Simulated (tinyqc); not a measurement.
Tight binding, kagome lattice, step by step. Computed by tinyqc, a small Python program that keeps every step. Settings: t1 = 1.82, t2 = 2.0, delta = 0.49, bands filled = 2. Command: `OMP_NUM_THREADS=1 python tinyqc.py 21321 21322 out.jsonl` (the two numbers bound the seeds that draw the settings). One thread of a shared host (Intel(R) Xeon(R) Processor @ 2.60GHz), about 0.01 s of CPU time with the checks.

## Bloch Hamiltonian at k

Parameters chosen for this model:
```
parameter     value                unit
t1         1.820000    eV, up triangles
t2         2.000000  eV, down triangles
delta      0.490000        eV on site C
```

k point k (fractions of the reciprocal vectors): [0.02000, 0.07000]

H_AB = -t1 - t2 exp(-i k.a1), H_AC = -t1 - t2 exp(-i k.a2), H_BC = -t1 - t2 exp(i k.(a1 - a2)), H_CC = delta.

H(k) at k (eV), order A, B, C:
$$\begin{pmatrix}
0.00000 & -3.80423+0.25067i & -3.62965+0.85156i \\
-3.80423-0.25067i & 0.00000 & -3.72211+0.61803i \\
-3.62965-0.85156i & -3.72211-0.61803i & 0.49000
\end{pmatrix}$$

## Levels at k

Diagonalise the Hermitian matrix.

eigenvalues (eV): [-7.38512, 3.80977, 4.06535]

weights |c|^2 of the basis functions, order A, B, C:
$$\begin{pmatrix}
0.34265 & 0.55520 & 0.10215 \\
0.34527 & 0.43758 & 0.21715 \\
0.31208 & 0.00722 & 0.68070
\end{pmatrix}$$

## Bloch Hamiltonian at K

k point K (fractions of the reciprocal vectors): [0.33333, 0.66667]

As before.

H(k) at K (eV), order A, B, C:
$$\begin{pmatrix}
0.00000 & -0.82000+1.73205i & -0.82000-1.73205i \\
-0.82000-1.73205i & 0.00000 & -0.82000+1.73205i \\
-0.82000+1.73205i & -0.82000-1.73205i & 0.49000
\end{pmatrix}$$

## Levels at K

As before.

eigenvalues (eV): [-2.06438, -1.43855, 3.99292]

weights |c|^2 of the basis functions, order A, B, C:
$$\begin{pmatrix}
0.42228 & 0.26421 & 0.31351 \\
0.42228 & 0.26421 & 0.31351 \\
0.15544 & 0.47158 & 0.37298
\end{pmatrix}$$

## Bands along a path

The same steps at evenly spaced points between the labelled ones.

Bands along the path (eV):
```
k            band 1    band 2   band 3
G          -7.48126   3.82000  4.15126
G-K 0.33   -6.59719   3.14797  3.93921
G-K 0.67   -4.36986   0.91592  3.94394
K          -2.06438  -1.43855  3.99292
K-M 0.33   -2.73169  -0.80617  4.02785
K-M 0.67   -3.37437  -0.19516  4.05953
M          -3.60083   0.01796  4.07286
M-K' 0.33  -3.37437  -0.19516  4.05953
M-K' 0.67  -2.73169  -0.80617  4.02785
K'         -2.06438  -1.43855  3.99292
```

With 2 band(s) filled, the highest filled level on these points lies at G and the lowest empty one at G-K 0.33: a gap of 0.1192 eV, indirect.
